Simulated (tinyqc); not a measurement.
# In-plane mass from two subband densities

Problem. At zero temperature each occupied subband holds N_k = D (EF - E_k), D = md m0 q/(pi hbar^2) per eV. Two subbands are occupied. Find md, EF - E1 and EF - E2.

Constants: q = 1.602176634e-19 C, hbar = 1.054571817e-34 J s, m0 = 9.1093837015e-31 kg. Results are converted to the units shown.

N1, N2 (cm^-2): [1.2419596e12, 3.8e11]
E2 - E1 = 30.3 meV

Solution. N1 - N2 = D (E2 - E1) gives D and so md; each N_k/D is a distance to EF.

md = 0.06810 m0
EF - E1 = 43.66 meV
EF - E2 = 13.36 meV

Program tinyqc, `OMP_NUM_THREADS=1 python tinyqc.py 2140005 2140006 out.jsonl`; Intel Xeon 2.30GHz, shared host, one thread, about 0.2 s.
